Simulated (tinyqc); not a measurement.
Finite-difference solution of the diffusion equation on a small grid. Changing the time step dt. Computed by tinyqc, a small Python program. Command: `OMP_NUM_THREADS=1 python tinyqc.py 3008587 3008588 out.jsonl fdiff sweep`. One thread of a shared host (Intel(R) Xeon(R) Processor @ 2.30GHz), about 0.01 s of CPU time with the checks.

dC/dt = D d2C/dx2 on nodes x_j = j dx, j = 0..7; the far end is sealed.

Inputs (values chosen for the exercise):
```
quantity,value,unit
diffusivity D,2.6,nm^2/s
grid spacing dx,25,nm
final time t_f,330,s
surface value C_s,74,% of a reference
```

Boundary at x = 0: fixed surface value. Scheme: explicit.

start values C_j, j = 0, 1, ... (% of a reference): [0, 0, 0, 0, 0, 0, 0, 0]

Method:
- The operator M acts as (M C)_j = C_(j-1) - 2 C_j + C_(j+1); at the sealed far end a mirror node gives 2 C_(N-2) - 2 C_(N-1); at j = 0, C_0 is held at C_s from the start (row of zeros).
- r = D dt/dx^2.
- With r = D dt/dx^2: (1 - theta r M) C(new) = (1 + (1 - theta) r M) C(old); theta = 0 explicit, 1 implicit, 1/2 Crank-Nicolson.
- The run takes n = round(t_f/dt) steps of length t_f/n.
- The dose is the trapezoidal sum of C dx; the error is the largest difference from exp(M D t/dx^2) C(0), the exact time evolution on the same grid.

One run for each value:
```
time step dt (s),largest error at t_f (%),mesh ratio r,final C_4 (%),final dose (% nm)
1.28906,0.037,0.0054,1.672,2561
2.57812,0.074,0.0107,1.665,2562
5.15625,0.148,0.0215,1.649,2564
10.31250,0.296,0.0429,1.617,2568
20.62500,0.592,0.0858,1.549,2577
41.25000,1.179,0.1716,1.398,2593
82.50000,2.302,0.3432,1.027,2627
```

Over the rows, largest error at t_f (%) rises from 0.0370 to 2.30 (exponent d ln y / d ln x about 0.99 throughout). The exponent of largest error at t_f stays between 0.97 and 1.00, near 1: first order in the step.

Extremes, crossings and ranges named in words are read from the listed rows.
